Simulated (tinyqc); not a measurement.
Overlap of hydrogenic dopants: pairs, impurity band and the Mott density: one step. The impurity band at this density. Five cases, with inputs chosen for the exercise.

Question. Form R/aB, t, B = 2 z t and N^(1/3) aB. Two estimates of the gap between the Hubbard bands: u - B (rigid bands, closing at B = u) and the Hubbard-III rule, which closes at B = (2/sqrt3) u; give B/u.

Ry* = Ry m/eps^2, aB = a0 eps/m. For 1s orbitals a distance rho = R/aB apart, in Ry*: overlap S = exp(-rho)(1 + rho + rho^2/3), J = (2/rho)(1 - (1 + rho) exp(-2 rho)) (attraction to the other ion), Kx = 2 (1 + rho) exp(-rho) (exchange of one electron). One electron on a pair has E = -1 - (J +/- Kx)/(1 +/- S), without the repulsion 2/rho of the ions. Hopping after orthogonalisation: t = (Kx - S J)/(1 - S^2), half the splitting. Dopants on a lattice with z neighbours, n = 1/R^3 (simple cubic), give a band of width B = 2 z t, as on any lattice of two interpenetrating sublattices. Valleys, central cells and disorder are left out.

Case 1.

Values chosen (out of a larger set: an isotropic mass and dielectric constant of the size used for donors in Si; not measured data):
- N = 0.016 1/aB^3 (dopant density)
- z = 6 (neighbours in the dopant lattice)
- u = 1.25 Ry* (cost of a second electron on one dopant)

Ry* = 29.76245 meV

Case 2.

Values chosen (out of a larger set: an isotropic mass and dielectric constant of the size used for donors in SiC; not measured data):
- N = 0.015 1/aB^3 (dopant density)
- z = 6 (neighbours in the dopant lattice)
- u = 0.945 Ry* (cost of a second electron on one dopant)

Ry* = 51.70163 meV

Case 3.

Values chosen (out of a larger set: an isotropic mass and dielectric constant of the size used for donors in SiC; not measured data):
- N = 0.0049 1/aB^3 (dopant density)
- z = 6 (neighbours in the dopant lattice)
- u = 0.945 Ry* (cost of a second electron on one dopant)

Ry* = 56.69039 meV

Case 4.

Values chosen (out of a larger set: an isotropic mass and dielectric constant of the size used for donors in Si; not measured data):
- N = 0.0076 1/aB^3 (dopant density)
- z = 6 (neighbours in the dopant lattice)
- u = 0.945 Ry* (cost of a second electron on one dopant)

Ry* = 29.31419 meV

Case 5.

Values chosen (out of a larger set: an isotropic mass and dielectric constant of the size used for donors in Si; not measured data):
- N = 0.0048 1/aB^3 (dopant density)
- z = 6 (neighbours in the dopant lattice)
- u = 0.945 Ry* (cost of a second electron on one dopant)

Ry* = 28.53248 meV

Give: R/aB; t; B; N^(1/3) aB; B/u.

Answer.

Case 1.

R/aB = 3.9685
t = 0.09418 Ry*

B: in Ry* 1.130, in meV 33.635

N^(1/3) aB = 0.2520
B/u = 0.904

Both rules leave a gap: an insulator at T = 0. Mott's screening rule, N^(1/3) aB = 0.26, puts this density at its limit, barely on the insulating side.

Case 2.

R/aB = 4.0548
t = 0.08827 Ry*

B: in Ry* 1.059, in meV 54.765

N^(1/3) aB = 0.2466
B/u = 1.121

The two rules disagree here: the density lies at the transition. Mott's screening rule, N^(1/3) aB = 0.26, puts this density on the insulating side, so the criteria differ.

Case 3.

R/aB = 5.8876
t = 0.02089 Ry*

B: in Ry* 0.251, in meV 14.209

N^(1/3) aB = 0.1698
B/u = 0.265

Both rules leave a gap: an insulator at T = 0. Mott's screening rule, N^(1/3) aB = 0.26, puts this density on the insulating side.

Case 4.

R/aB = 5.0862
t = 0.03983 Ry*

B: in Ry* 0.478, in meV 14.010

N^(1/3) aB = 0.1966
B/u = 0.506

Both rules leave a gap: an insulator at T = 0. Mott's screening rule, N^(1/3) aB = 0.26, puts this density on the insulating side.

Case 5.

R/aB = 5.9282
t = 0.02020 Ry*

B: in Ry* 0.242, in meV 6.918

N^(1/3) aB = 0.1687
B/u = 0.257

Both rules leave a gap: an insulator at T = 0. Mott's screening rule, N^(1/3) aB = 0.26, puts this density on the insulating side.

Computed by tinyqc, one run a case: `OMP_NUM_THREADS=1 python tinyqc.py N N+1 out.jsonl` with N = 1480446, 1480611, 1481566, 1481924, 1482013; one thread of a shared Intel(R) Xeon(R) Processor @ 2.30GHz, about 0.01 s a run at most.
